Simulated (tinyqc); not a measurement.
Geometry optimisation on the UHF/sto-3g surface (energies and gradients from PySCF), for H2+, spin multiplicity 2, step by step. Computed by tinyqc, a small Python program that keeps every step (integrals from PySCF). Settings: charge = 1, multiplicity = 2, basis = sto-3g, optimiser = bfgs, first Hessian = 0.15, largest step = 0.5, iteration cap = 30. Command: `OMP_NUM_THREADS=1 python tinyqc.py 24931 24932 out.jsonl` (the two numbers bound the seeds that draw the settings). One thread of a shared host (Intel(R) Xeon(R) Processor @ 2.60GHz), about 0.05 s of CPU time with the checks.

## Step 1: energy and gradient

positions at the start (bohr), order 1H, 2H:
$$\begin{pmatrix}
0.000000 & 0.000000 & 0.000000 \\
0.000000 & 0.000000 & 1.506112
\end{pmatrix}$$

Self-consistent energy and analytic gradient at these positions.

energy = -0.55560076 hartree

gradient (hartree/bohr), order 1H, 2H:
$$\begin{pmatrix}
0.00000000 & 0.00000000 & 0.13425641 \\
0.00000000 & 0.00000000 & -0.13425641
\end{pmatrix}$$

## Step 1: move

Quasi-Newton step p = -H^(-1) g (first H = 0.15 times the unit matrix); steps longer than 0.5 bohr are cut back (factor 0.395 here).

positions after step 1 (bohr), order 1H, 2H:
$$\begin{pmatrix}
0.000000 & 0.000000 & -0.353553 \\
0.000000 & 0.000000 & 1.859665
\end{pmatrix}$$

## Step 2: energy and gradient

As before.

energy = -0.58001591 hartree

gradient (hartree/bohr), order 1H, 2H:
$$\begin{pmatrix}
0.00000000 & 0.00000000 & -0.02367473 \\
0.00000000 & 0.00000000 & 0.02367473
\end{pmatrix}$$

## Step 2: move

inverse Hessian in use (bohr^2/hartree):
$$\begin{pmatrix}
6.666667 & 0.000000 & 0.000000 & 0.000000 & 0.000000 & 0.000000 \\
0.000000 & 6.666667 & 0.000000 & 0.000000 & 0.000000 & 0.000000 \\
0.000000 & 0.000000 & 4.452661 & 0.000000 & 0.000000 & 2.214006 \\
0.000000 & 0.000000 & 0.000000 & 6.666667 & 0.000000 & 0.000000 \\
0.000000 & 0.000000 & 0.000000 & 0.000000 & 6.666667 & 0.000000 \\
0.000000 & 0.000000 & 2.214006 & 0.000000 & 0.000000 & 4.452661
\end{pmatrix}$$

Quasi-Newton step p = -H^(-1) g (the inverse Hessian comes from BFGS updates; coordinates in the order x, y, z of each atom); steps longer than 0.5 bohr are cut back.

positions after step 2 (bohr), order 1H, 2H:
$$\begin{pmatrix}
0.000000 & 0.000000 & -0.300554 \\
0.000000 & 0.000000 & 1.806666
\end{pmatrix}$$

## Convergence

Stop when the largest gradient component is below 3e-5 hartree/bohr. The inverse Hessian follows the BFGS update with s = step, y = change of gradient.

Course of the optimisation:
```
step  E (hartree)  largest gradient (hartree/bohr)
1     -0.55560076                         1.34e-01
2     -0.58001591                         2.37e-02
3     -0.58199202                         1.32e-02
4     -0.58263289                         4.38e-03
5     -0.58269570                         5.19e-04
6     -0.58269665                         1.75e-05
```

Final distances (angstrom):
```
pair   distance
2H-1H  1.060649
```

Converged in 6 steps.
